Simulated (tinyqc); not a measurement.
Worked calculation: Born-von Karman spring model of a cubic crystal with one atom per cell. Computed by tinyqc, a small Python program that keeps every step. Command: `OMP_NUM_THREADS=1 python tinyqc.py 3021061 3021062 out.jsonl springs walk`. One thread of a shared host (Intel(R) Xeon(R) Processor @ 2.30GHz), about 0.2 s of CPU time with the checks. Intermediate numbers are printed to about 6 digits and carried at full precision; extremes and crossings named in words are read from the listed rows.

First neighbours lie at a/2 (1,1,1) (8 of them), second at a (1,0,0) (6), with all permutations and signs; the volume per atom is Omega = a^3/2. Two shells of springs match a real metal only roughly, above all at the zone boundary.

Inputs (values chosen for the exercise, modelled on tantalum):
```
quantity                value           unit
lattice constant a        3.3       angstrom
atomic mass M          180.95              u
radial spring k1L         3.4  eV/angstrom^2
transverse spring k1T   -0.29  eV/angstrom^2
radial spring k2L         1.6  eV/angstrom^2
transverse spring k2T  -0.071  eV/angstrom^2
mesh divisions n            8              -
temperature T             400              K
```

Lattice: bcc.

wave vector q (2 pi/a): 0.67  0.018  0.25

Constants: nu for 1 eV/(angstrom^2 u) = 15.6333042 THz; 1 eV/angstrom^3 = 160.2176634 GPa; u = 1.6605390666e-27 kg; h x 1 THz = 4.135667696 meV; k_B = 8.617333262e-05 eV/K; hbar^2/u = 4.18015928e-03 eV angstrom^2; hbar = 1.054571817e-34 J s; k_B = 1.380649e-23 J/K.

## Dynamical matrix at q

A neighbour at R with unit vector n couples by the matrix K(R) = kL n n^T + kT (1 - n n^T), and D(q) = (1/M) sum_R K(R) [1 - cos(q.R)].

D(q) (eV/(angstrom^2 u)):
```
           x           y           z
x  0.0819076   0.0018706   0.0330445
y  0.0018706   0.0546588  -0.0011063
z  0.0330445  -0.0011063   0.0730100
```

## Frequencies and polarisations

Diagonalise D. An eigenvalue lambda of D in eV/(angstrom^2 u) gives nu = 15.6333042 THz x sqrt(lambda). Eigenvectors are columns, with the largest component positive; the longitudinal weight is (e.q)^2/q^2.

eigenvalues (eV/(angstrom^2 u)): 0.043726  0.055041  0.110810

frequencies (THz): 3.26905  3.66768  5.20403

polarisation vectors:
```
      mode 1     mode 2    mode 3
x  -0.648219   0.113182  0.752995
y   0.185640   0.982543  0.012123
z   0.738478  -0.147645  0.657914
```

longitudinal weights: 0.118592  0.006262  0.875146

Mode 3 is the most longitudinal, with weight 0.88.

## Elastic constants from long waves

[ij,kl] = (1/(2 Omega)) sum_R K_ij R_k R_l; C11 = [xx,xx], C44 = [xx,yy], C12 = 2 [xy,xy] - C44; B = (C11 + 2 C12)/3; Zener ratio A = 2 C44/(C11 - C12). K(R) = kL n n^T + kT (1 - n n^T).

C11 = 246.638 GPa

C12 = 154.489 GPa

C44 = 84.3813 GPa

bulk modulus B = 185.205 GPa

Zener ratio A = 1.83140

C12 - C44 = 70.11 GPa: the Cauchy relation fails because sum_R kT R^2 is not zero; a negative sum gives a positive Cauchy pressure.

## Sound velocities

rho = M/Omega and v = sqrt(C/rho), with C = C11, C44, C44 along [100]; (C11 + C12 + 2 C44)/2, C44, (C11 - C12)/2 along [110]; (C11 + 2 C12 + 4 C44)/3 and twice (C11 - C12 + C44)/3 along [111].

density rho = 16722.3 kg/m^3

Velocities (m/s):
```
direction  longitudinal  transverse 1  transverse 2
[100]           3840.45       2246.34       2246.34
[110]           4127.93       2246.34       1659.91
[111]           4219.41       1875.87       1875.87
```

Along [110] the two transverse waves differ by a factor sqrt(2 C44/(C11 - C12)) = 1.353.

## Frequencies at the zone boundary

The formulas are those given above.

Frequencies (THz) at points given in 2 pi/a:
```
point                 nu 1     nu 2     nu 3
H (1, 0, 0)        4.50708  4.50708  4.50708
N (0.5, 0.5, 0)    2.26430  3.06427  5.63097
P (0.5, 0.5, 0.5)  4.24663  4.24663  4.24663
```

## Highest frequency at H

Take the highest frequency at H = (1, 0, 0) (2 pi/a).

highest frequency at H = 4.50708 THz

## Dispersion against the sound-wave line

The last column divides the top branch by the straight line with its slope at G. End points in 2 pi/a: H = (1, 0, 0), N = (0.5, 0.5, 0).

Frequencies (THz) along two lines:
```
line  fraction of the way     nu 1     nu 2     nu 3  nu 3 / linear
G-H                  0.10  0.67859  0.67859  1.15003       0.988187
G-H                  0.25  1.66826  1.66826  2.70129       0.928459
G-H                  0.40  2.58288  2.58288  3.85188       0.827455
G-H                  0.55  3.37218  3.37218  4.49204       0.701799
G-H                  0.70  3.98446  3.98446  4.66740       0.572940
G-H                  0.85  4.37352  4.37352  4.58131       0.463129
G-H                  1.00  4.50708  4.50708  4.50708       0.387282
G-N                  0.10  0.35422  0.47936  0.88088       0.995893
G-N                  0.25  0.86651  1.17264  2.15488       0.974495
G-N                  0.40  1.33092  1.80113  3.30980       0.935489
G-N                  0.55  1.72179  2.33009  4.28183       0.880163
G-N                  0.70  2.01751  2.73028  5.01723       0.810332
G-N                  0.85  2.20174  2.97960  5.47539       0.728270
G-N                  1.00  2.26430  3.06427  5.63097       0.636620
```

Along G-H the top branch ends at 39 % of its linear extrapolation. Along G-N the top branch ends at 64 % of its linear extrapolation, which is the 2/pi of a pure sine: planes normal to this line couple to their next planes alone. A Debye model keeps the straight line throughout.

## Thermal sums on a mesh

Mesh: q = sum_i (m_i + 1/2)/n b_i, m_i = 0..n-1, with b = [[0, 1, 1], [1, 0, 1], [1, 1, 0]] in 2 pi/a; sums are averages over the n^3 points, per atom. With x = h nu/(k_B T) and n = 1/(exp(x) - 1) for each mode: F = k_B T [x/2 + ln(1 - exp(-x))], U = k_B T x (n + 1/2), S/k_B = x n - ln(1 - exp(-x)), C/k_B = x^2 n (n + 1). <u_x^2> = (1/3) sum over modes of hbar^2/(2 M h nu) coth(x/2); zero-point energy = sum h nu/2. <u_x^2> converges slowly with the mesh, from below, with an error of order 1/n.

free energy F = -92.5269 meV/atom

energy U = 105.149 meV/atom

entropy S = 5.73483 k_B/atom

heat capacity C = 2.94995 k_B/atom

<u_x^2> = 0.00567771 angstrom^2

zero-point energy = 22.2050 meV/atom

C is 98 % of the classical 3 k_B, and the zero-point energy is 21 % of U.

## Debye temperature from the elastic constants

Christoffel matrix G_xx = C11 n_x^2 + C44 (1 - n_x^2), G_xy = (C12 + C44) n_x n_y, with eigenvalues rho v^2; v_m^-3 is the mean of v^-3 over three branches and all directions (12 Gauss-Legendre points in cos(theta) times 24 angles phi = (j + 1/2) pi/12); q_D = (6 pi^2/Omega)^(1/3); Theta = hbar v_m q_D/k_B.

mean velocity v_m = 2221.63 m/s

Debye wave number q_D = 1.48815 1/angstrom

elastic Debye temperature = 252.529 K

## Full spectrum, Debye and Einstein heat capacities

Mesh: q = sum_i (m_i + 1/2)/n b_i, m_i = 0..n-1, with b = [[0, 1, 1], [1, 0, 1], [1, 1, 0]] in 2 pi/a; sums are averages over the n^3 points (here n = 14), per atom. Debye: C = 9 k_B (T/Theta)^3 int_0^(Theta/T) x^4 e^x/(e^x - 1)^2 dx with the elastic Theta. Einstein: three modes at the root-mean-square frequency. The last column is the Theta that makes the Debye formula give the full C at that T.

root-mean-square frequency = 3.75438 THz

Heat capacity (k_B/atom):
```
T (K)  full spectrum    Debye  Einstein  Theta from C (K)
30           0.51718  0.36368   0.26794           219.342
45           1.11743  0.90585   0.91028           223.550
63           1.69228  1.50543   1.58121           227.054
88           2.18429  2.05346   2.13978           229.468
130          2.57474  2.50225   2.56258           231.086
190          2.78795  2.75087   2.78493           231.879
250          2.87450  2.85236   2.87344           232.185
380          2.94462  2.93479   2.94442           232.427
```

The apparent Theta runs from 219 to 232 K against the elastic 253 K; at high T it tends to sqrt(5/3) h nu_rms/k_B = 233 K. At the lowest T the Debye value is 0.70 and the Einstein value 0.52 times the full one; dispersion bends the branches below the sound lines, so the real spectrum has more low modes than Debye assumes. At the highest T Debye misses by 0.33 % and Einstein by 0.0070 %.

Checks made by the program: slopes of the dispersion along [110] against the sound velocities (relative difference 2e-08); F = U - T S (relative difference below 1e-10).
